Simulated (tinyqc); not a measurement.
What moves the optical constants: free-carrier optics of a doped semiconductor (Drude model with one polar phonon).

eps(E) = ei [1 - Ep^2/(E^2 + i E Gam)] + (es - ei) wT^2/(wT^2 - E^2 - i E gT), with Ep^2 = 8 pi c (e^2/(4 pi eps0)) N/(m ei), c = hbar^2/2m0, N in 1/angstrom^3 (1e-24 per 1/cm^3); Gam = hbar/tau, tau = mu m m0/e with m0/e = 5.685630e-12 kg/C and mu in m^2/(V s). Energies in meV.

n + i k = sqrt(eps1 + i eps2) with k >= 0; R = ((n - 1)^2 + k^2)/((n + 1)^2 + k^2) at normal incidence from vacuum; alpha = 2 E k/(hbar c), times 1e8 for 1/cm; loss function Im(-1/eps) = eps2/(eps1^2 + eps2^2).

Constants: hbar^2/2m0 = 3.80998211 eV angstrom^2; e^2/(4 pi eps0) = 14.39964547 eV angstrom; hbar = 6.58211957e-16 eV s; hbar c = 1973.269805 eV angstrom.

Parameters, chosen for this exercise (mass and dielectric values near those of GaP; N and mu are free inputs; interband absorption and the rise of the mass with filling are left out; shifted at random, so the results belong to these values and not to a real crystal): N = 1.1e+19 1/cm^3 (carrier density); m = 0.396 m0 (conductivity mass); mu = 66 cm^2/(V s) (mobility); ei = 8.92 (high-frequency dielectric constant); wT = 44.8 meV (TO phonon); es = 10.96 (static dielectric constant); gT = 0.9 meV (phonon damping); E = 100.4 meV (photon energy).

At the energy E.

One parameter was then changed.

Results before and after:

| case | Ep (meV) | Gam (meV) | R | alpha (1/cm) |
|---|---|---|---|---|
| base | 65.53 | 44.29 | 0.1634 | 3.11e+03 |
| changed | 65.53 | 44.29 | 0.1869 | 2.09e+03 |

Which of these changes was made? (a) mu = 39.6 cm^2/(V s); (b) N = 1.65e+19 1/cm^3; (c) ei = 9.37; (d) m = 0.4752 m0; (e) E = 120.5 meV.

Answer: (e) E = 120.5 meV. Of the candidates, run in turn, only this one gives the changed row.

All candidates:

| case | Ep (meV) | Gam (meV) | R | alpha (1/cm) |
|---|---|---|---|---|
| base | 65.53 | 44.29 | 0.1634 | 3.11e+03 |
| N = 1.65e+19 1/cm^3 | 80.25 | 44.29 | 0.1359 | 5.42e+03 |
| m = 0.4752 m0 | 59.82 | 36.91 | 0.1703 | 2.20e+03 |
| mu = 39.6 cm^2/(V s) | 65.53 | 73.82 | 0.1881 | 3.75e+03 |
| ei = 9.37 | 63.93 | 44.29 | 0.1789 | 2.95e+03 |
| E = 120.5 meV | 65.53 | 44.29 | 0.1869 | 2.09e+03 |

Run: tinyqc, `OMP_NUM_THREADS=1 python tinyqc.py 1680423 1680424 out.jsonl`; Intel(R) Xeon(R) Processor @ 2.30GHz, one thread, shared host; about 0.01 s of CPU time with all checks.
